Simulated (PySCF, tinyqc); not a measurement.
CISD on RHF in the sto-6g basis, frozen core, for BeH+, spin multiplicity 1, step by step. The lowest restricted solution is unstable here: a spin-polarised one lies 0.0009 hartree lower (PySCF). One step of it, computed by the program tinyqc.

Question. CISD: determinants and Hamiltonian. Slater-Condon rules over spin orbitals, with the nuclear repulsion and the energy of the frozen orbital added and E(HF) subtracted on the diagonal. Only determinants linked to the reference directly or through others are kept (one block of an abelian symmetry group), so some states are absent.

one-electron integrals dressed by the frozen orbital, h + 2 (pq|11) - (p1|1q) (hartree), order 2, 3, 4, 5, 6:
```
[[-1.143026, 0.066975, 0.000000, 0.000000, -0.030144],
 [0.066975, -0.847992, 0.000000, 0.000000, 0.059930],
 [0.000000, 0.000000, -0.791355, 0.000000, 0.000000],
 [0.000000, 0.000000, 0.000000, -0.791355, 0.000000],
 [-0.030144, 0.059930, 0.000000, 0.000000, -0.694189]]
```

energy of the frozen orbital, 2 h_11 + (11|11) = -14.21306739 hartree

Two-electron integrals over orbitals (pq|rs), unique and non-zero (hartree); the lowest 1 orbital is frozen and left out:
```
(22|22) 0.475111    (32|22) -0.066975   (32|32) 0.053567    (33|22) 0.322815
(33|32) 0.034371    (33|33) 0.441088    (42|42) 0.044199    (43|42) 0.033493
(43|43) 0.049766    (44|22) 0.351795    (44|32) 0.034295    (44|33) 0.389194
(44|44) 0.450117    (52|52) 0.044199    (53|52) 0.033493    (53|53) 0.049766
(54|54) 0.024258    (55|22) 0.351795    (55|32) 0.034295    (55|33) 0.389194
(55|44) 0.401601    (55|55) 0.450117    (62|22) 0.030144    (62|32) -0.053555
(62|33) -0.017918   (62|44) -0.068052   (62|55) -0.068052   (62|62) 0.121641
(63|22) -0.056743   (63|32) 0.048424    (63|33) 0.054377    (63|44) 0.030497
(63|55) 0.030497    (63|62) -0.057469   (63|63) 0.064598    (64|42) -0.026978
(64|43) -0.009933   (64|64) 0.023531    (65|52) -0.026978   (65|53) -0.009933
(65|65) 0.023531    (66|22) 0.480111    (66|32) -0.069591   (66|33) 0.350225
(66|44) 0.355770    (66|55) 0.355770    (66|62) 0.057620    (66|63) -0.059872
(66|66) 0.517834
```

nuclear repulsion = 1.23929089 hartree

Hartree-Fock energy = -14.78471760 hartree

Give: determinants; H - E(HF) between determinants.

Answer.

Occupation strings over the orbitals (2 doubly, a alpha, b beta, 0 empty; spin orbitals ordered 1a 1b 2a 2b ...): 220000 2ab000 2a000b 2ba000 2b000a 202000 20a00b 200200 200020 20b00a 200002

H - E(HF) between determinants (hartree), order 220000, 2ab000, 2a000b, 2ba000, 2b000a, 202000, 20a00b, 200200, 200020, 20b00a, 200002:
```
[[0.000, 0.000, 0.000, 0.000, 0.000, 0.054, -0.054, 0.044, 0.044, 0.054, 0.122],
 [0.000, 0.143, 0.003, -0.054, 0.054, 0.101, 0.048, 0.033, 0.033, 0.048, -0.057],
 [0.000, 0.003, 0.454, 0.054, -0.122, 0.048, -0.003, -0.027, -0.027, 0.057, 0.027],
 [0.000, -0.054, 0.054, 0.143, 0.003, -0.101, 0.048, -0.033, -0.033, 0.048, 0.057],
 [0.000, 0.054, -0.122, 0.003, 0.454, -0.048, 0.057, 0.027, 0.027, -0.003, -0.027],
 [0.054, 0.101, 0.048, -0.101, -0.048, 0.556, 0.114, 0.050, 0.050, -0.114, 0.065],
 [-0.054, 0.048, -0.003, 0.048, 0.057, 0.114, 0.619, -0.010, -0.010, -0.065, 0.000],
 [0.044, 0.033, -0.027, -0.033, 0.027, 0.050, -0.010, 0.678, 0.024, 0.010, 0.024],
 [0.044, 0.033, -0.027, -0.033, 0.027, 0.050, -0.010, 0.024, 0.678, 0.010, 0.024],
 [0.054, 0.048, 0.057, 0.048, -0.003, -0.114, -0.065, 0.010, 0.010, 0.619, 0.000],
 [0.122, -0.057, 0.027, 0.057, -0.027, 0.065, 0.000, 0.024, 0.024, 0.000, 0.940]]
```
